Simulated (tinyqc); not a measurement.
Defects against doping: deep level with several charge states.

Energies from Ev. The defect has charge states 0, -1, -2 with weights 1, gm exp((EF - E1)/kT), exp((2 EF - E1 - E2)/kT); the shares are the weights over their sum. Boltzmann carriers: n = Nc exp((EF - Eg)/kT), p = Nv exp(-EF/kT). Neutrality: p - n + Nd + Nt <q> = 0.

Constants: kB = 8.617333262e-05 eV/K.

Parameters, chosen for this exercise (gap and densities of states near those of Ge at this temperature; not measured data): Eg = 0.603 eV (gap); Nc = 1.89e+19 1/cm^3 (conduction-band density of states); Nv = 9.37e+18 1/cm^3 (valence-band density of states); T = 450 K; E1 = 0.248 eV (level (0/-1) above Ev); E2 = 0.488 eV (level (-1/-2) above Ev); gm = 1 (degeneracy of the middle state, the others 1); Nd = -3.7e+13 1/cm^3 (ionised shallow donors minus acceptors).

Nt takes the listed multiples of |Nd|; the resistivity uses mobilities of 1000 (electrons) and 300 (holes) cm^2/(V s), chosen for the exercise, and e = 1.602176634e-19 C.

Neutral state:
```
Nt/|Nd|  EF (eV)  n (1/cm^3)  p (1/cm^3)  rho (ohm cm)
0.01      0.2878    5.57e+15    5.61e+15         0.860
0.10      0.2878    5.57e+15    5.61e+15         0.860
0.30      0.2877    5.57e+15    5.61e+15         0.861
0.60      0.2877    5.56e+15    5.62e+15         0.861
0.90      0.2877    5.56e+15    5.62e+15         0.861
1.50      0.2876    5.55e+15    5.63e+15         0.862
3.00      0.2875    5.53e+15    5.65e+15         0.864
10.00     0.2868    5.44e+15    5.75e+15         0.871
```

Give the missing row, Nt/|Nd| = 1.10.

Computed row:
```
Nt/|Nd|  EF (eV)  n (1/cm^3)  p (1/cm^3)  rho (ohm cm)
1.10      0.2877    5.56e+15    5.62e+15         0.862
```

EF moves by less than 10 meV: thermal pairs outnumber both dopants and defects (mean charge -0.74 in the last row).

(tinyqc, `OMP_NUM_THREADS=1 python tinyqc.py 1681890 1681891 out.jsonl`, Intel(R) Xeon(R) Processor @ 2.30GHz, 1 thread, shared host, about 0.01 s.)
